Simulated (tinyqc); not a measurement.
Inside a calculation. Method: coherent transport through a tight-binding region between two chains. Computed by tinyqc, a small Python program that keeps every step. Settings: temperature = 77, mu = 0.15. Command: `OMP_NUM_THREADS=1 python tinyqc.py 29030 29031 out.jsonl` (the two numbers bound the seeds that draw the settings). One thread of a shared host (Intel(R) Xeon(R) Processor @ 2.60GHz), about 0.07 s of CPU time with the checks.

## Transmission at E = -0.44 eV

H of the central region (eV):
```
           1          2
1   0.000000  -2.220000
2  -2.220000   0.000000
```

Leads: semi-infinite chains with site energy 0:
```
parameter                           value
lead hopping t (eV)              2.890000
coupling to the left lead (eV)   1.140000
coupling to the right lead (eV)  0.890000
left contact site                       1
right contact site                      2
```

E = -0.440000 eV

Surface Green function g = (E - i sqrt(4 t^2 - E^2)) / (2 t^2); self-energy tc^2 g on each contact site; G = (E - H - Sigma)^(-1); Gamma = -2 Im Sigma; T = Gamma_L Gamma_R |G_LR|^2; local density of states -Im G_ii / pi.

g = -0.026341-0.345017i 1/eV

G (1/eV):
```
                    1                   2
1  0.082137-0.061020i  0.453139-0.027743i
2  0.453139-0.027743i  0.077221-0.096593i
```

local density of states (1/eV): 0.019423  0.030747

transmission = 0.101022

## Transmission across the band

The same steps on a grid of energies.

T(E):
```
E (eV)              T
-5.49100000  0.000509
-4.94190000  0.002376
-4.39280000  0.006978
-3.84370000  0.020070
-3.29460000  0.068739
-2.74550000  0.357629
-2.19640000  0.815742
-1.64730000  0.271556
-1.09820000  0.142448
-0.54910000  0.104500
0.00000000   0.095212
0.54910000   0.104500
1.09820000   0.142448
1.64730000   0.271556
2.19640000   0.815742
2.74550000   0.357629
3.29460000   0.068739
3.84370000   0.020070
4.39280000   0.006978
4.94190000   0.002376
5.49100000   0.000509
```

levels of the isolated region (eV): -2.220000  2.220000

## Current

I = (2e/h) int T(E) [f(E - mu - V/2) - f(E - mu + V/2)] dE at 77 K with mu = 0.15 eV, the bias not changing H; 2e^2/h = 77.48092 microsiemens; the integral runs over the band on 4001 points.

Current:
```
V (volt)  I (microampere)
0.010000         0.074277
0.050000         0.371410
0.100000         0.742963
0.200000         1.487074
0.400000         2.983383
0.800000         6.042289
```
